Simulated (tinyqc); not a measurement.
# Insulator thickness and V0 from two charges

Question. In an undoped wire Vg - V0 = Q/Cox + Vt ln(Q/Q0) + Vt ln(1 + Q/Q0) at the source, with Q0 = 4 eps0 eps_r Vt/R and Cox = eps0 eox/(R ln(1 + tox/R)). Find Cox, tox and V0.

Parameters, values chosen for the exercise; material values close to those of gallium arsenide:
```
symbol,value,unit,meaning
T,325,K,temperature
eps_r,13,,relative permittivity of the semiconductor
eox,25.3,,relative permittivity of the gate insulator
R,4,nm,wire radius
```

Constants: q = 1.602176634e-19 C, kB = 1.380649e-23 J/K, Vt = kB T/q, eps0 = 8.8541878128e-14 F/cm where lengths are in cm. Results are converted to the units shown.

Qs at Vg = 1.3 and 1.7 V (nC/cm^2): 948.22336  2375.0654

Answer. The two equations are linear in 1/Cox and V0; tox follows by inverting the logarithm.

Cox = 4.04 uF/cm^2
tox = 12.0 nm
V0 = 0.997 V

tinyqc, about 0.02 s, one thread, Intel Xeon 2.30GHz (shared host): `OMP_NUM_THREADS=1 python tinyqc.py 2460045 2460046 out.jsonl`
